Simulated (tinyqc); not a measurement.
Double-gate transistor, scale length and short-channel effects: two steps of the calculation.

A body of thickness ts between two insulators of thickness ti and two tied gates. Below threshold the potential that source and drain add obeys Laplace's equation and vanishes on the gate. Its lowest mode decays along the channel as exp(-k y); k is the smallest positive root of the matching condition at the interface, and the scale length is Lambda = pi/k.

Inputs (values chosen for the exercise); permittivities: semiconductor close to that of silicon, insulator close to that of zirconium oxide:

| symbol | value | unit | meaning |
|---|---|---|---|
| eps_r | 11.5 |  | relative permittivity of the semiconductor |
| ei | 24.5 |  | relative permittivity of the insulator |
| ti | 10 | nm | insulator thickness |
| ts | 10.9 | nm | body thickness |

Question 1. Scan of the matching condition. f(k) = ei cos(k ti) cos(k ts/2) - eps_r sin(k ti) sin(k ts/2).

k, point 0 to 7 (1/nm): 0.0225  0.045  0.0675  0.09  0.1125  0.135  0.1575  0.18

Give: f(k).

Answer 1.

f(k), point 0 to 7: 23.389  20.186  15.263  9.190  2.669  -3.553  -8.770  -12.403

The first change of sign lies between k = 0.1125 and 0.135 1/nm.

Question 2. Scale length against simple estimates. Lambda = pi/k and l = 1/k. A parabolic potential across the structure gives l(parabolic) = sqrt((eps_r/(2 ei)) ts ti (1 + ei ts/(4 eps_r ti))).

k = 0.12186671 1/nm

Find: Lambda; l; l(parabolic).

Answer 2.

Lambda = 25.78 nm
l = 8.206 nm
l(parabolic) = 6.359 nm

Program tinyqc, `OMP_NUM_THREADS=1 python tinyqc.py 2420053 2420054 out.jsonl`; Intel Xeon 2.30GHz, shared host, one thread, about 0.01 s.
